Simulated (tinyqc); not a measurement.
From results back to parameters: round or elliptic silicon nanowire with anisotropic valleys (Ritz method). Five cases, with inputs chosen for the exercise.

Problem. For a circular wire every level scales as 1/R^2. The lowest level of group A was computed from a hidden radius.

Wire along x = [100] on a (001) wafer, y = [010], z = [001]. Valley groups, two valleys each (w = inverse masses): A, axis along z: w_y = 1/mt, w_z = 1/ml, m_x = mt; B, axis along y: w_y = 1/ml, w_z = 1/mt, m_x = mt; C, axis along x: w_y = w_z = 1/mt, m_x = ml.

Hard wall on the ellipse (y/a)^2 + (z/b)^2 = 1, c = hbar^2/2m0. With u = y/a, v = z/b the operator is -c [(w_y/a^2) d2/du2 + (w_z/b^2) d2/dv2] on the unit disc. Basis (1 - u^2 - v^2) u^i v^j; S, X and Y are the disc integrals of f f', (df/du)(df'/du) and (df/dv)(df'/dv), from the integral of u^p v^q = 2 Gamma((p+1)/2) Gamma((q+1)/2)/((p + q + 2) Gamma((p+q+2)/2)) for even p, q; H = c (w_y X/a^2 + w_z Y/b^2).

Converged values use 21 functions of each parity class (e or o in u, then in v).

Constants: hbar^2/2m0 = 3.80998211 eV angstrom^2.

Case 1.

Values chosen (out of a larger set: near those of a Si nanowire; not measured data): ml = 0.928 m0 (longitudinal mass); mt = 0.189 m0 (transverse mass).

level = 0.047743 eV

Case 2.

Values chosen (out of a larger set: near those of a Si nanowire; not measured data): ml = 0.933 m0 (longitudinal mass); mt = 0.189 m0 (transverse mass).

level = 0.063242 eV

Case 3.

Values chosen (out of a larger set: near those of a Si nanowire; not measured data): ml = 0.918 m0 (longitudinal mass); mt = 0.194 m0 (transverse mass).

level = 0.345135 eV

Case 4.

Values chosen (out of a larger set: near those of a Si nanowire; not measured data): ml = 0.932 m0 (longitudinal mass); mt = 0.189 m0 (transverse mass).

level = 0.039050 eV

Case 5.

Values chosen (out of a larger set: near those of a Si nanowire; not measured data): ml = 0.906 m0 (longitudinal mass); mt = 0.19 m0 (transverse mass).

level = 0.130372 eV

Find: E R^2/c; R.

Solution.

Case 1.

E R^2/c = 18.095
R = 38.0 angstrom

Solve once for R = 1 and scale. The mean inverse mass would give 2.404826^2 (1/mt + 1/ml)/2 = 18.415, 1.8 % too high.

Case 2.

E R^2/c = 18.076
R = 33.0 angstrom

Solve once for R = 1 and scale. The mean inverse mass would give 2.404826^2 (1/mt + 1/ml)/2 = 18.399, 1.8 % too high.

Case 3.

E R^2/c = 17.755
R = 14.0 angstrom

Solve once for R = 1 and scale. The mean inverse mass would give 2.404826^2 (1/mt + 1/ml)/2 = 18.055, 1.7 % too high.

Case 4.

E R^2/c = 18.080
R = 42.0 angstrom

Solve once for R = 1 and scale. The mean inverse mass would give 2.404826^2 (1/mt + 1/ml)/2 = 18.402, 1.8 % too high.

Case 5.

E R^2/c = 18.102
R = 23.0 angstrom

Solve once for R = 1 and scale. The mean inverse mass would give 2.404826^2 (1/mt + 1/ml)/2 = 18.411, 1.7 % too high.

Computed by tinyqc, one run a case: `OMP_NUM_THREADS=1 python tinyqc.py N N+1 out.jsonl` with N = 1252707, 1280109, 1280129, 1280206, 1280295; one thread of a shared Intel(R) Xeon(R) Processor @ 2.30GHz, about 0.06 s a run at most.
